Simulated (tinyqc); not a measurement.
Inside a calculation. Model: nudged elastic band on a two-dimensional model surface. Computed by tinyqc, a small Python program that keeps every step. Command: `OMP_NUM_THREADS=1 python tinyqc.py 3008920 3008921 out.jsonl neb walk`. One thread of a shared host (Intel(R) Xeon(R) Processor @ 2.30GHz), about 0.7 s of CPU time with the checks. Intermediate numbers are printed to about 7 digits and carried at full precision; extremes and crossings named in words are read from the listed rows.

V(x, y) = h u^2 + t x + (kappa/2)(y + c u)^2 with u = x^2/w^2 - 1; the path runs from the minimum near (-w, 0) to that near (w, 0).

Inputs (values chosen for the exercise, for a model surface): height h = 1.3 eV; half width w = 1.1 angstrom; transverse stiffness kappa = 1.5 eV/angstrom^2; curvature c = 0.53 angstrom; tilt t = 0.18 eV/angstrom; movable images n = 3; spring constant k_s = 1.2 eV/angstrom^2; step factor eta = 0.035 angstrom^2/eV; iteration cap = 600.

Surface: curved double well. Climbing image: off.

## Stationary points

Newton steps x(new) = x - H^-1 grad V (moves limited to 0.3 angstrom) from (-w, 0), (w, 0) and (0, c) give the two minima and the saddle.

positions (angstrom), rows start, end, saddle, columns x, y:
```
[[-1.120373, -0.019814],
 [1.078427, 0.020584],
 [0.041946, 0.529229]]
```

energies (eV): start -0.199850, end 0.196078, saddle 1.303772

barrier from the start = 1.503623 eV

## Straight-line start

Images are spaced evenly on the line between the minima.

images at the start (angstrom), rows image 1, image 2, image 3, columns x, y:
```
[[-0.5706728, -0.0097142],
 [-0.0209728, 0.0003853],
 [0.5287272, 0.0104849]]
```

energies above the start (eV): [0.909766, 1.705346, 1.181967]

The highest image lies +0.2017 eV from the true barrier.

## Iteration 1

Tangent at image i: towards the higher neighbour if the energies rise or fall through i; at a maximum or minimum, tau = t+ dmax + t- dmin if V(i+1) > V(i-1), else t+ dmin + t- dmax, with t+ = R(i+1) - R(i), t- = R(i) - R(i-1) and dmax, dmin the larger and smaller of |V(i+1) - V(i)| and |V(i-1) - V(i)|; then normalise. Force F = -grad V + (grad V.tau) tau + k_s (|t+| - |t-|) tau. Update R(new) = R + eta F; the end points stay fixed.

unit tangents, rows image 1, image 2, image 3, columns x, y:
```
[[0.9998313, 0.0183698],
 [0.9998313, 0.0183698],
 [0.9998313, 0.0183698]]
```

forces (eV/angstrom), rows image 1, image 2, image 3, columns x, y:
```
[[-0.0117052, 0.6370940],
 [-0.0146816, 0.7990938],
 [-0.0103172, 0.5615467]]
```

images after iteration 1 (angstrom), rows image 1, image 2, image 3, columns x, y:
```
[[-0.5710825, 0.0125841],
 [-0.0214867, 0.0283536],
 [0.5283661, 0.0301390]]
```

## Iteration 2

The formulas are those given above.

unit tangents, rows image 1, image 2, image 3, columns x, y:
```
[[0.9995886, 0.0286812],
 [0.9999119, 0.0132720],
 [0.9999947, 0.0032471]]
```

forces (eV/angstrom), rows image 1, image 2, image 3, columns x, y:
```
[[-0.0184691, 0.6259840],
 [-0.0099919, 0.7558359],
 [-0.0014736, 0.5604259]]
```

images after iteration 2 (angstrom), rows image 1, image 2, image 3, columns x, y:
```
[[-0.5717289, 0.0344935],
 [-0.0218364, 0.0548079],
 [0.5283145, 0.0497539]]
```

## All iterations

Start on the straight line; stop when the largest force is below 1e-4 or above 1e6 eV/angstrom.

Course of the band:
```
iteration  highest image (eV)  largest force (eV/angstrom)
1                    1.705346                 7.992287e-01
2                    1.683575                 7.559019e-01
3                    1.664102                 7.150005e-01
4                    1.646678                 6.763993e-01
5                    1.631081                 6.399704e-01
6                    1.617115                 6.055871e-01
7                    1.604604                 5.731274e-01
8                    1.593392                 5.424749e-01
9                    1.583341                 5.135202e-01
...                       ...                          ...
243                  1.490038                 1.181477e-04
244                  1.490037                 1.156491e-04
245                  1.490035                 1.132032e-04
246                  1.490034                 1.108088e-04
247                  1.490033                 1.084648e-04
248                  1.490031                 1.061702e-04
249                  1.490030                 1.039239e-04
250                  1.490029                 1.017250e-04
251                  1.490028                 9.957250e-05
```

Band at the end:
```
image  x (angstrom)  y (angstrom)    E (eV)
0         -1.120373    -0.0198138  0.000000
1         -0.682001     0.4573025  0.582619
2         -0.037693     0.5251336  1.490028
3          0.607304     0.4650925  0.944449
4          1.078427     0.0205845  0.395928
```

energy of the highest image = 1.490028 eV

iterations = 251

largest force at the end = 9.957250e-05 eV/angstrom

Converged in 251 iterations. Without a climbing image the highest image lies 13.59 meV below the saddle.

## Plain band against climbing image

With a climbing image, the highest image feels instead F = -grad V + 2 (grad V.tau) tau and no spring. Images are counted without the end points, and convergence is judged on the largest force on an image. Each run starts on the straight line with the same k_s and eta, for at most 1500 iterations; errors are against the Newton saddle; a dash marks a run that did not reach 1e-4 eV/angstrom.

Error of the highest image (meV) and iterations:
```
images  plain, error  plain, iterations  climbing, error  climbing, iterations
2           -252.529                178                0                   157
3            -13.595                251                0                   169
4            -71.401                311                0                   215
5            -14.169                416                0                   208
6            -27.197                468                0                   307
8            -11.049                658                0                   427
10            -4.264                886                0                   570
```

The plain band underestimates the barrier by 4.26 to 252.53 meV, depending on how near an image falls to the saddle (worst for 2 images, best for 10). The climbing image is within about 0.001 meV in every converged run, so few images suffice for the barrier.
